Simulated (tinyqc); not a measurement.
Inside a calculation. Model: implant damage, amorphisation by cascade overlap, and solid-phase epitaxial regrowth. Computed by tinyqc, a small Python program that keeps every step. Command: `OMP_NUM_THREADS=1 python tinyqc.py 3113007 3113008 out.jsonl sper walk`. One thread of a shared host (Intel(R) Xeon(R) Processor @ 2.30GHz), about 0.01 s of CPU time with the checks. Intermediate numbers are printed to about 6 digits and carried at full precision; extremes and crossings named in words are read from the listed rows.

Range and width of the damage are inputs. Dynamic annealing enters only through the surviving share f.

Inputs (values chosen for the exercise, modelled on antimony ions in silicon):
```
quantity                            value    unit
atomic density N                     49.9  1/nm^3
ion Z1                                 51       -
ion mass M1                         121.8       u
target Z2                              14       -
target mass M2                      28.09       u
ion energy E                           56     keV
displacement energy E_d                16      eV
depth of the damage peak R_d           31      nm
width of the damage profile s_d        18      nm
share of defects that survive f      0.89       -
critical displaced share x_c        0.092       -
dose Q                            3.4e+14  1/cm^2
overlaps needed n                       2       -
area amorphised by one track A_i     0.41    nm^2
regrowth prefactor v0             3.4e+15    nm/s
regrowth energy E_a                  2.69      eV
anneal temperature                    511       C
rate relative to (100)               0.04       -
peak enhancement by the dopant        9.7       -
ramp rate                              68     K/s
```

Constants: a_0 = 0.529177210903 angstrom; e^2/(4 pi eps_0) = 14.39964548 eV angstrom; k_B = 8.617333262e-05 eV/K.

## Damage energy and displacements per ion

Robinson partition: eps = E a M2/(Z1 Z2 (e^2/(4 pi eps_0)) (M1 + M2)), a = 0.8853 a_0/sqrt(Z1^(2/3) + Z2^(2/3)); k = 0.0793 Z1^(2/3) Z2^(1/2) (M1 + M2)^(3/2)/((Z1^(2/3) + Z2^(2/3))^(3/4) M1^(3/2) M2^(1/2)); damage energy T_d = E/(1 + k (eps + 0.40244 eps^(3/4) + 3.4008 eps^(1/6))); displacements nu = 0.8 T_d/(2 E_d).

reduced energy eps = 0.108121

k = 0.113001

damage energy T_d = 43.5446 keV

T_d/E = 0.777582

displacements per ion nu = 1088.61

22 % of the energy goes to electrons.

## The amorphous layer

Displaced share x(z) = f nu Q exp(-(z - R_d)^2/(2 s_d^2))/(sqrt(2 pi) s_d N); the layer is amorphous where x > x_c, between R_d -/+ s_d sqrt(2 ln(x_max/x_c)), the upper edge being cut at the surface. Threshold dose Q_c = Q x_c/x_max.

peak displaced share x_max = 1.46312

threshold dose Q_c = 2.13790e+13 1/cm^2

upper edge = 0 nm

lower edge = 73.3405 nm

The layer reaches the surface. Caution: x above 1 counts atoms displaced more than once.

## Damage left below the interface

Displaced atoms per area beyond the lower edge z2: f nu Q (1/2) erfc((z2 - R_d)/(sqrt2 s_d)); they are not removed by regrowth.

share of the damage beyond z2 = 0.00933013

displaced atoms beyond z2 = 3.07348e+15 1/cm^2

## Layer against dose

The formulas are those given above.

Dose series; the last column is f nu Q erfc((z2 - R_d)/(sqrt2 s_d))/2:
```
Q (1/cm^2)    x_max  upper edge (nm)  lower edge (nm)  displaced atoms beyond z2 (1/cm^2)
2.35e+13    0.10113          23.1708          38.8292                         7.55449e+15
3.21e+13    0.13814          14.7711          47.2289                         5.71109e+15
5.34e+13    0.22980           6.6447          55.3553                         4.55374e+15
8.55e+13    0.36793           1.0300          60.9700                         3.97263e+15
1.50e+14    0.64549           0.0000          66.5310                         3.51612e+15
2.57e+14    1.10595           0.0000          71.1418                         3.20473e+15
5.34e+14    2.29796           0.0000          76.6646                         2.89294e+15
1.07e+15    4.60453           0.0000          81.3550                         2.66945e+15
```

A dose 46 times larger moves the lower edge from 38.8 to 81.4 nm, as the root of a logarithm, and the damage beyond it falls by a factor 2.8, since the edge lies on an ever steeper tail. The layer reaches the surface at Q_c exp(R_d^2/(2 s_d^2)) = 9.42e13 per cm^2.

## Overlap model

Gibbons model: a point turns amorphous after n + 1 hits; with y = A_i Q the amorphous share is 1 - exp(-y) sum_(k=0..n) y^k/k!. Doses are set by y.

Amorphous share:
```
y     Q (1/cm^2)  direct impact (n = 0)      given n
0.1  2.43902e+13               0.095163  1.54653e-04
0.3  7.31707e+13               0.259182  3.59949e-03
0.6  1.46341e+14               0.451188  2.31153e-02
1.0  2.43902e+14               0.632121  8.03014e-02
2.0  4.87805e+14               0.864665  3.23324e-01
3.0  7.31707e+14               0.950213  5.76810e-01
5.0  1.21951e+15               0.993262  8.75348e-01
8.0  1.95122e+15               0.999665  9.86246e-01
```

At small y the share grows as y^3; between the first rows the exponent is 2.86.

## Isothermal regrowth

v = v0 x orientation factor x exp(-E_a/(k_B T)) x [1 + (enhancement - 1) exp(-(z - R_d)^2/(2 s_d^2))], T = anneal temperature + 273.15 K; the dopant is taken to follow the damage profile; the lower front moves from the lower edge z2 to the surface, or to the middle (z1 + z2)/2 of a buried layer with upper edge z1; time = int dz/v; the equivalent undoped distance is that time times the undoped velocity.

undoped velocity = 6.99440e-04 nm/s

distance to regrow = 73.3405 nm

time without enhancement = 104856 s

equivalent undoped distance = 15.8563 nm

time with enhancement = 22669.9 s

The rate doubles for each 14 K or so near this temperature. Caution: regrowth on (111) is not only slow but leaves twins, which a single velocity does not describe.

## Regrowth during a ramp

On a linear ramp from 200 C regrowth ends at the T_f where int v_undoped dT/(ramp rate) equals the equivalent undoped distance.

temperature at which regrowth ends = 799.456 C

Checks made by the program: tail against quadrature of x(z) N (relative difference below 1e-10).
